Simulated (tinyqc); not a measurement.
RHF in the sto-3g basis, for BeH2, spin multiplicity 1, step by step. One step of it, computed by the program tinyqc.

Task: Iteration 1: building the Fock matrix. J_ij = sum D_kl (ij|kl), K_ij = sum D_kl (ik|jl); F = H + J - 0.5 K; E = tr D H + tr D J / 2 - 0.25 tr D K + E_nn.

D at the start, lower triangle:
```
,1Be 1s,1Be 2s,1Be 2px,1Be 2py,1Be 2pz,2H 1s,3H 1s
1Be 1s,2.042068
1Be 2s,-0.165703,0.784127
1Be 2px,0.000000,0.000000,0.000000
1Be 2py,-0.003717,0.017190,0.000000,0.821127
1Be 2pz,0.000000,0.000000,0.000000,0.000000,0.000000
2H 1s,-0.201689,0.474077,0.000000,0.418182,0.000000,0.494362
3H 1s,-0.203442,0.469546,0.000000,-0.414519,0.000000,0.078086,0.506466
```

core Hamiltonian H = T + V (hartree), lower triangle:
```
,1Be 1s,1Be 2s,1Be 2px,1Be 2py,1Be 2pz,2H 1s,3H 1s
1Be 1s,-8.546568
1Be 2s,-2.108587,-2.757842
1Be 2px,0.000000,0.000000,-2.228222
1Be 2py,0.000787,0.004977,0.000000,-2.413138
1Be 2pz,0.000000,0.000000,0.000000,0.000000,-2.228222
2H 1s,-0.337150,-0.956569,0.000000,-1.066627,0.000000,-1.971444
3H 1s,-0.372922,-1.012477,0.000000,1.114040,0.000000,-0.052360,-2.010573
```

Two-electron integrals (ij|kl) in chemists' order, unique and non-zero (hartree):
```
i,j,k,l,(ij|kl)
1,1,1,1,2.298831
2,1,1,1,0.392036
2,1,2,1,0.079539
2,2,1,1,0.570988
2,2,2,1,0.143041
2,2,2,2,0.417683
3,1,3,1,0.014607
3,2,3,1,0.021888
3,2,3,2,0.092265
3,3,1,1,0.569578
3,3,2,1,0.143083
3,3,2,2,0.417589
3,3,3,3,0.449859
4,1,4,1,0.014607
4,2,4,1,0.021888
4,2,4,2,0.092265
4,3,4,3,0.024249
4,4,1,1,0.569578
4,4,2,1,0.143083
4,4,2,2,0.417589
4,4,3,3,0.401360
4,4,4,4,0.449859
5,1,5,1,0.014607
5,2,5,1,0.021888
5,2,5,2,0.092265
5,3,5,3,0.024249
5,4,5,4,0.024249
5,5,1,1,0.569578
5,5,2,1,0.143083
5,5,2,2,0.417589
5,5,3,3,0.401360
5,5,4,4,0.401360
5,5,5,5,0.449859
6,1,1,1,0.061040
6,1,2,1,0.012377
6,1,2,2,0.022456
6,1,3,3,0.022303
6,1,4,1,0.001089
6,1,4,2,0.002062
6,1,4,4,0.022773
6,1,5,5,0.022303
6,1,6,1,0.002018
6,2,1,1,0.164106
6,2,2,1,0.041799
6,2,2,2,0.135126
6,2,3,3,0.129814
6,2,4,1,0.005436
6,2,4,2,0.034845
6,2,4,4,0.145625
6,2,5,5,0.129814
6,2,6,1,0.007196
6,2,6,2,0.068110
6,3,3,1,0.003619
6,3,3,2,0.017460
6,3,4,3,0.005856
6,3,6,3,0.005824
6,4,1,1,0.182257
6,4,2,1,0.046948
6,4,2,2,0.158930
6,4,3,3,0.149550
6,4,4,1,0.008738
6,4,4,2,0.053898
6,4,4,4,0.177527
6,4,5,5,0.149550
6,4,6,1,0.008400
6,4,6,2,0.090623
6,4,6,4,0.123787
6,5,5,1,0.003619
6,5,5,2,0.017460
6,5,5,4,0.005856
6,5,6,5,0.005824
6,6,1,1,0.333562
6,6,2,1,0.086407
6,6,2,2,0.314129
6,6,3,3,0.291789
6,6,4,1,0.012451
6,6,4,2,0.105357
6,6,4,4,0.358517
6,6,5,5,0.291789
6,6,6,1,0.015161
6,6,6,2,0.205774
6,6,6,4,0.289302
6,6,6,6,0.774606
7,1,1,1,0.067518
7,1,2,1,0.013691
7,1,2,2,0.024838
7,1,3,3,0.024666
7,1,4,1,-0.001206
7,1,4,2,-0.002282
7,1,4,4,0.025194
7,1,5,5,0.024666
7,1,6,1,0.002041
7,1,6,2,0.006721
7,1,6,4,0.007316
7,1,6,6,0.013797
7,1,7,1,0.002470
7,2,1,1,0.174845
7,2,2,1,0.044501
7,2,2,2,0.143027
7,2,3,3,0.137473
7,2,4,1,-0.005804
7,2,4,2,-0.036618
7,2,4,4,0.154006
7,2,5,5,0.137473
7,2,6,1,0.006468
7,2,6,2,0.035481
7,2,6,4,0.038632
7,2,6,6,0.078390
7,2,7,1,0.008476
7,2,7,2,0.074999
7,3,3,1,0.003938
7,3,3,2,0.018791
7,3,4,3,-0.006221
7,3,6,3,0.002352
7,3,7,3,0.006588
7,4,1,1,-0.191788
7,4,2,1,-0.049383
7,4,2,2,-0.166304
7,4,3,3,-0.156467
7,4,4,1,0.009367
7,4,4,2,0.056763
7,4,4,4,-0.185811
7,4,5,5,-0.156467
7,4,6,1,-0.006942
7,4,6,2,-0.038020
7,4,6,4,-0.040367
7,4,6,6,-0.083811
7,4,7,1,-0.009794
7,4,7,2,-0.098857
7,4,7,4,0.134046
7,5,5,1,0.003938
7,5,5,2,0.018791
7,5,5,4,-0.006221
7,5,6,5,0.002352
7,5,7,5,0.006588
7,6,1,1,0.008826
7,6,2,1,0.002185
7,6,2,2,0.006196
7,6,3,3,0.006113
7,6,4,1,4.81e-06
7,6,4,2,0.000033
7,6,4,4,0.006360
7,6,5,5,0.006113
7,6,6,1,0.000345
7,6,6,2,0.002070
7,6,6,4,0.002472
7,6,6,6,0.004942
7,6,7,1,0.000380
7,6,7,2,0.002158
7,6,7,4,-0.002537
7,6,7,6,0.000093
7,7,1,1,0.343301
7,7,2,1,0.088898
7,7,2,2,0.321007
7,7,3,3,0.297981
7,7,4,1,-0.013122
7,7,4,2,-0.108462
7,7,4,4,0.366780
7,7,5,5,0.297981
7,7,6,1,0.012807
7,7,6,2,0.075395
7,7,6,4,0.081824
7,7,6,6,0.169820
7,7,7,1,0.017298
7,7,7,2,0.216892
7,7,7,4,-0.302626
7,7,7,6,0.004942
7,7,7,7,0.774606
```

nuclear repulsion = 2.88763100 hartree

Give: Coulomb J; exchange K; Fock matrix F; total energy of this density.

Result:

Coulomb J (hartree), lower triangle:
```
,1Be 1s,1Be 2s,1Be 2px,1Be 2py,1Be 2pz,2H 1s,3H 1s
1Be 1s,6.3991
1Be 2s,1.2430,2.6219
1Be 2px,0.0000,0.0000,2.5568
1Be 2py,-0.0005,-0.0031,0.0000,2.7423
1Be 2pz,0.0000,0.0000,0.0000,0.0000,2.5568
2H 1s,0.1950,0.8878,0.0000,1.0665,0.0000,2.2349
3H 1s,0.2158,0.9409,0.0000,-1.1185,0.0000,0.0402,2.2802
```

exchange K (hartree), lower triangle:
```
,1Be 1s,1Be 2s,1Be 2px,1Be 2py,1Be 2pz,2H 1s,3H 1s
1Be 1s,4.6158
1Be 2s,0.8273,0.8825
1Be 2px,0.0000,0.0000,0.1626
1Be 2py,0.0000,-0.0038,0.0000,0.9867
1Be 2pz,0.0000,0.0000,0.0000,0.0000,0.1626
2H 1s,0.1287,0.5232,0.0000,0.6008,0.0000,0.9743
3H 1s,0.1428,0.5430,0.0000,-0.6224,0.0000,0.0170,1.0082
```

Fock matrix F (hartree), lower triangle:
```
,1Be 1s,1Be 2s,1Be 2px,1Be 2py,1Be 2pz,2H 1s,3H 1s
1Be 1s,-4.4553
1Be 2s,-1.2793,-0.5772
1Be 2px,0.0000,0.0000,0.2473
1Be 2py,0.0002,0.0038,0.0000,-0.1642
1Be 2pz,0.0000,0.0000,0.0000,0.0000,0.2473
2H 1s,-0.2065,-0.3304,0.0000,-0.3006,0.0000,-0.2237
3H 1s,-0.2285,-0.3431,0.0000,0.3068,0.0000,-0.0207,-0.2345
```

total energy of this density = -15.484013 hartree
